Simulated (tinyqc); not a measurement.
Worked calculation: composition and strain of an epitaxial Si(1-x)Ge(x) layer from Raman and X-ray peaks. Computed by tinyqc, a small Python program that keeps every step. Command: `OMP_NUM_THREADS=1 python tinyqc.py 3011757 3011758 out.jsonl epiraman walk`. One thread of a shared host (Intel(R) Xeon(R) Processor @ 2.30GHz), about 0.01 s of CPU time with the checks. Intermediate numbers are printed to about 5 digits and carried at full precision; extremes and crossings named in words are read from the listed rows.

A (001) layer, biaxially strained in the plane. The Raman peaks follow empirical lines omega = w0 + c1 x + c3 x^3 + b eps (c3 for Si-Ge alone), with eps the in-plane strain.

Inputs (values chosen for the exercise, modelled on silicon-germanium):
```
quantity                        value      unit
Ge fraction x                    0.52         -
degree of relaxation R           0.41         -
lattice constant of Si          5.431  angstrom
lattice constant of Ge          5.658  angstrom
bowing B                        0.026  angstrom
2 C12/C11 of Si                 0.767         -
2 C12/C11 of Ge                 0.759         -
Si-Si: w0                       521.1      1/cm
Si-Si: c1                       -66.2      1/cm
Si-Si: strain coefficient b      -735      1/cm
Si-Ge: w0                       400.5      1/cm
Si-Ge: c1                        24.2      1/cm
Si-Ge: c3                       -33.9      1/cm
Si-Ge: strain coefficient b      -534      1/cm
Ge-Ge: w0                       280.4      1/cm
Ge-Ge: c1                        18.6      1/cm
Ge-Ge: strain coefficient b      -481      1/cm
uncertainty of a Raman peak       0.3      1/cm
X-ray wavelength             1.540598  angstrom
```

Substrate: germanium. Pair of peaks used: Si-Si and Ge-Ge.

## Lattice constants and strain

Relaxed lattice constant a(x) = a_Si + (a_Ge - a_Si) x - B x (1 - x). In-plane constant a_par = a_sub + R (a(x) - a_sub); eps = a_par/a(x) - 1; eps_perp = -(2 C12/C11) eps with 2 C12/C11 linear in x; a_perp = a(x) (1 + eps_perp).

relaxed constant a(x) = 5.5426 angstrom

substrate constant a_sub = 5.658 angstrom

a_par = 5.6107 angstrom

in-plane strain eps = 12.290 per mille

strain along the normal = -9.3749 per mille

a_perp = 5.4906 angstrom

The layer is under tension in the plane and is shortened along the normal.

## Raman peaks

Insert x and eps in the three lines; the strain part is b eps.

Si-Si peak = 477.64 1/cm

Si-Ge peak = 401.75 1/cm

Ge-Ge peak = 284.16 1/cm

strain parts (1/cm): Si-Si -9.0328, Si-Ge -6.5626, Ge-Ge -5.9113

Read as unstrained, the Si-Si peak would give x = 0.656 in place of 0.52.

## X-ray (004) reflection

Bragg angle theta = arcsin(2 lambda/a) for (004), for the substrate with a_sub and the layer with a_perp; separation in arc seconds.

theta of the substrate = 32.996 degree

theta of the layer = 34.137 degree

separation, layer less substrate = 4110.4 arcsec

## Back from two peaks to composition and strain

Unknowns x and eps (per mille). Newton steps: J d = (measured - model), J = [d omega/dx, d omega/d eps] for the two peaks; start at x = 0.5, eps = 0; stop when |d| < 1e-9. The peaks are rounded to 0.001 per cm; R = (a(x)(1 + eps) - a_sub)/(a(x) - a_sub).

peaks used (1/cm): Si-Si 477.643, Ge-Ge 284.161

Iterations:
```
step        x  eps (per mille)  residual 1 (1/cm)  residual 2 (1/cm)
0     0.50000            0.000            -10.357             -5.539
1     0.52001           12.289              0.000              0.000
```

recovered x = 0.52001

recovered eps = 12.289 per mille

recovered R = 0.41

## Which pair of peaks is best

For each pair invert J = [d omega/dx, d omega/d eps] at the true x. Independent errors of the given size in both peaks give sigma_x and sigma_eps = uncertainty x (norm of the rows of the inverse of J).

Error propagation:
```
pair               det J    sigma_x  sigma_eps (per mille)
Si-Si and Si-Ge   32.926  0.0082778                0.60393
Si-Si and Ge-Ge  45.5132  0.0057900                0.45325
Si-Ge and Ge-Ge   11.520   0.018717                0.49196
```

The pair Si-Si and Ge-Ge fixes x best (sigma_x = 0.0058) and Si-Ge and Ge-Ge worst (0.019), a factor 3.2. Strain moves all peaks the same way, so a good pair needs different ratios of composition slope to strain coefficient, best of opposite sign; the slopes here are -66.2, -3.3 and 18.6 per cm for Si-Si, Si-Ge and Ge-Ge. Errors in the coefficients themselves are not counted.

## Relaxation at fixed composition

(004) Bragg angle theta = arcsin(2 lambda/a), with a = a_perp for the layer and a_sub for the substrate; separation = layer less substrate. The apparent x is the one that a fully strained layer (R = 0) would need to give the same a_perp.

Signatures; columns: (1) R; (2) eps (per mille); (3) Si-Si (1/cm); (4) Ge-Ge (1/cm); (5) a_perp (angstrom); (6) (004) separation (arcsec); (7) apparent x if R = 0 is assumed:
```
(1)      (2)     (3)     (4)     (5)     (6)      (7)
0.00  20.830  471.37  280.05  5.4545  5037.6  0.52000
0.15  17.705  473.66  281.56  5.4677  4696.6  0.55267
0.30  14.581  475.96  283.06  5.4809  4357.6  0.58511
0.50  10.415  479.02  285.06  5.4985  3908.8  0.62801
0.70   6.249  482.08  287.07  5.5161  3463.5  0.67053
0.85   3.124  484.38  288.57  5.5293  3131.9  0.70217
1.00   0.000  486.68  290.07  5.5426  2802.1  0.73360
```

Full relaxation moves the Si-Si peak by +15.31 per cm and shrinks the X-ray separation to 56 % of its strained value, about 1/(1 + 2 C12/C11). A symmetric reflection alone cannot part x from R: a relaxed layer read as strained gives x = 0.734 in place of 0.52. An asymmetric reflection or a second peak is needed.

Checks made by the program: recovered composition (relative difference 1e-05).
